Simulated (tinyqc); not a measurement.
Mobility of a non-polar semiconductor in the relaxation-time approximation: one step, computed by the program tinyqc.

Each valley is treated as a sphere of mass m_d for states and rates, with one isotropic relaxation time; the conductivity mass m_c sets the current.

Problem. Fermi level and screening. Parabolic band: E = hbar^2 k^2/(2 m), speed v = hbar k/m, states per spin, volume and energy g(E) = m k/(2 pi^2 hbar^2). Here m = m_d. Masses are multiplied by m_0 and all formulas are in SI units. The reduced Fermi level eta = E_F/(k_B T) solves n = 2 Z int g f dE with f = 1/(1 + exp(x - eta)) (Z = 1 unless valleys are given); screening length L_s = sqrt(eps_s eps_0 k_B T/(e^2 dn/deta)), dn/deta = 2 Z int g f (1 - f) dE. Integrals over x = E/(k_B T) use 160 Gauss-Legendre points in u = sqrt(x) from 0 to sqrt(max(eta, 0) + 32).

Inputs (values chosen for the exercise, for a model non-polar semiconductor): equivalent valleys Z = 1; static permittivity eps_s = 13.7; carrier density n = 1.5e+19 1/cm^3; temperature T = 250 K.

Band: parabolic. Impurity formula: Conwell-Weisskopf. Further scattering: none.

density-of-states mass m_d = 0.23 m_0

Constants: k_B = 8.617333262e-05 eV/K; m_0 = 9.1093837015e-31 kg; e = 1.602176634e-19 C; hbar = 1.054571817e-34 J s; eps_0 = 8.8541878128e-12 F/m; k_B = 1.380649e-23 J/K.

Give: reduced Fermi level eta; screening length L_s.

Solution.

reduced Fermi level eta = 4.275

screening length L_s = 1.848 nm

The gas is degenerate (eta > 2): L_s is longer than the Debye formula would give.
